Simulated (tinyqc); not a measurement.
## Weibull slope from two areas

Inverse problem. Oxide breakdown times follow a Weibull law, F = 1 - exp(-(t/t63)^beta). For defects spread at random t63 goes as A^(-1/beta). Find beta and the time at which the share Fp of the area-A2 devices has failed, t63(A2) (-ln(1 - Fp))^(1/beta).

Values chosen for this exercise:
```
symbol  value  unit                           meaning
A1        5.4  um^2          area of a test capacitor
A2      6.1e5  um^2          gate area of the product
Fp       1e-6        allowed share of failed products
```

t63 at the areas A1 and A2 (s): [180, 5.2976072]

Answer. beta = ln(A2/A1)/ln(t63(A1)/t63(A2)).

beta = 3.30
time to Fp = 0.0805 s

Program tinyqc, `OMP_NUM_THREADS=1 python tinyqc.py 2070082 2070083 out.jsonl`; Intel Xeon 2.30GHz, shared host, one thread, about 0.01 s.
